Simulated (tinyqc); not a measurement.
# Resistance of a source-drain extension with a graded tip: what changes with what

y runs along the channel, the gate covers y > 0. The doping is N0 for y < y0 and N0 10^(-(y - y0)/la) beyond, uniform over the depth xj. Sheet conductance s(y) = q mu(N) max(N - Nch, 0) xj + (for y > 0) ma Cox Vo, with mu(N) = u0 + (u1 - u0)/(1 + (N/Nr)^au) and Cox = eps0 eox/tox. Current is taken as one-dimensional; depletion of the tip, spreading and the contact are left out. The metallurgical junction lies at yj, where N = Nch.

Inputs (values chosen for the exercise); mobility law close to that of electrons in silicon:
```
symbol,value,unit,meaning
eox,3.9,,relative permittivity of the gate insulator (close to silicon dioxide)
tox,3,nm,insulator thickness
N0,1.8e20,cm^-3,active doping of the extension far from the gate
la,4.6,nm/decade,lateral abruptness
y0,3,nm,position under the gate where the fall begins (gate edge at 0)
xj,16,nm,depth of the extension
Nch,4.3e17,cm^-3,channel doping
Ls,6,nm,spacer length
Vo,0.62,V,gate overdrive
ma,200,cm^2/(V s),mobility of the gate-induced layer
u1,1414,cm^2/(V s),mobility at low doping
u0,68.5,cm^2/(V s),mobility at high doping
Nr,9.2e16,cm^-3,reference doping
au,0.711,,exponent
Lg,90,nm,gate length
```

Constants: q = 1.602176634e-19 C, eps0 = 8.8541878128e-14 F/cm where lengths are in cm. Results are converted to the units shown.

Each table varies one quantity; the others keep the values above.

## Abruptness at a fixed junction position

R_spacer = integral of dy/s from -Ls to 0, R_ov from 0 to yj, R_channel = (Lg - 2 yj)/(ma Cox Vo), R_total = 2 R_spacer + 2 R_ov + R_channel. Electrical length L_eff = ma Cox dR_total/d(1/Vo); R_series = R_total - L_eff/(ma Cox Vo). y0 is moved with la so that yj stays at 15.060 nm.

The same in every row: yj (nm) = 15.06; R_channel (ohm um) = 419.5.

Abruptness at a fixed junction position:
```
la (nm/decade),R_spacer (ohm um),R_ov (ohm um),R_total (ohm um),L_eff (nm),R_series (ohm um)
1,1.747,10.94,444.9,61.21,16.07
1.9,1.747,17.00,457.0,62.36,20.11
2.9,1.747,23.73,470.5,63.64,24.60
3.8,1.747,29.79,482.6,64.79,28.64
4.8,1.747,36.52,496.1,66.08,33.13
5.7,1.747,42.58,508.2,67.23,37.17
6.6,2.056,48.36,520.4,68.37,41.33
7.6,3.342,53.99,534.2,69.61,46.52
```

What does the comparison show, and why?

As la goes from 1 to 7.6 nm/decade, R_total rises from 445 to 534 ohm um, R_spacer rises from 1.75 to 3.34 ohm um and R_ov rises from 10.9 to 54.0 ohm um. R_total changes on average by 13.5 ohm um for each nm/decade. L_eff exceeds the metallurgical length by 1.33 nm in the first row and 9.73 nm in the last, since the gate also controls the lightly doped tips.

## Effect of the active doping of the extension far from the gate

Same model as above.

Effect of the active doping of the extension far from the gate:
```
N0 (cm^-3),yj (nm),R_spacer (ohm um),R_ov (ohm um),R_channel (ohm um),R_total (ohm um),L_eff (nm),R_series (ohm um)
2e19,10.67,12.31,35.62,481.0,576.9,74.76,53.12
3.1e19,11.55,8.542,35.62,468.8,557.1,72.94,46.06
4.7e19,12.38,5.963,35.53,457.1,540.1,71.23,41.03
7.2e19,13.23,4.078,35.41,445.2,524.2,69.50,37.20
1.1e20,14.08,2.768,35.29,433.3,509.4,67.80,34.44
1.7e20,14.95,1.844,35.19,421.1,495.2,66.05,32.44
2.6e20,15.79,1.232,35.11,409.2,481.9,64.35,31.09
4e20,16.66,0.8139,35.05,397.2,468.9,62.62,30.15
```

As N0 goes from 2e19 to 4e20, R_total falls from 577 to 469 ohm um, L_eff falls from 74.8 to 62.6 nm and R_series falls from 53.1 to 30.1 ohm um.

tinyqc, about 0.03 s, one thread, Intel Xeon 2.30GHz (shared host): `OMP_NUM_THREADS=1 python tinyqc.py 2282182 2282183 out.jsonl`
